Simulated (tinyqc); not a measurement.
## Graded p-n junction, non-linear Poisson equation by Newton steps: effect of the grading length

One dimension, p side on the left, n side on the right; net doping C = (Nd - Na)/2 + ((Nd + Na)/2) tanh(x/Lg). The potential psi is counted from the intrinsic level, and the quasi-Fermi potentials are flat: 0 for holes and -V for electrons, so n = ni exp((psi + V)/Vt) and p = ni exp(-psi/Vt) (Boltzmann statistics, full ionisation, no current). Under reverse bias this makes the minority densities vanishingly small everywhere; they play no part in the charge.

The Poisson equation d/dx(eps0 eps_r dpsi/dx) = -q (p - n + C) is solved on a mesh of more than 1000 nodes that ends in neutral material (psi_p = -Vt ln(Na/ni), psi_n = Vt ln(Nd/ni) - V). C_j = q d/dV of the integral of p over x, from the linearised equation. ni = sqrt(Nc Nv) exp(-Eg/(2 Vt)), Eg in volts. Depletion approximation: Vbi = Vt ln(Na Nd/ni^2), W = sqrt(2 eps0 eps_r (Vbi - V)(1/Na + 1/Nd)/q), xp = W Nd/(Na + Nd), xn = W Na/(Na + Nd), peak field 2 (Vbi - V)/W, capacitance eps0 eps_r/W. The abrupt values quoted are those of these depletion formulas.

Inputs (values chosen for the exercise); band and dielectric values close to those of cadmium telluride: temperature T = 300 K; band gap Eg = 1.49 eV; relative permittivity eps_r = 10.2; conduction-band density of states at T Nc = 7.92e17 cm^-3; valence-band density of states at T Nv = 1.83e19 cm^-3; acceptor density of the p side Na = 3.1e16 cm^-3; donor density of the n side Nd = 1.1e17 cm^-3; bias of the p side against the n side V = -6.3 V.

Constants: q = 1.602176634e-19 C, kB = 1.380649e-23 J/K, Vt = kB T/q, eps0 = 8.8541878128e-14 F/cm where lengths are in cm. Results are converted to the units shown.

Effect of the grading length:

| Lg (nm) | peak \|E\| (kV/cm) | C_j (nF/cm^2) | eps0 eps_r/C_j (nm) |
|---|---|---|---|
| 58 | 222 | 14.9 | 605 |
| 81 | 212 | 14.7 | 616 |
| 120 | 197 | 14.2 | 636 |
| 160 | 186 | 13.7 | 660 |
| 230 | 170 | 12.9 | 701 |
| 330 | 154 | 11.9 | 758 |
| 460 | 140 | 11.0 | 824 |

What does the table show?

As Lg grows from 58 to 460 nm, the peak field falls from 222 to 140 kV/cm and C_j falls from 14.9 to 11.0 nF/cm^2. The abrupt depletion formulas give 255 kV/cm and W = 594 nm; the first row's field is 13 % below that and the last row's 45 % below it. The same voltage drops over a longer distance, so the field falls.

Computed by the program tinyqc: `OMP_NUM_THREADS=1 python tinyqc.py 2000103 2000104 out.jsonl`, one thread of a shared Intel Xeon 2.30GHz, about 0.1 s for the whole run.
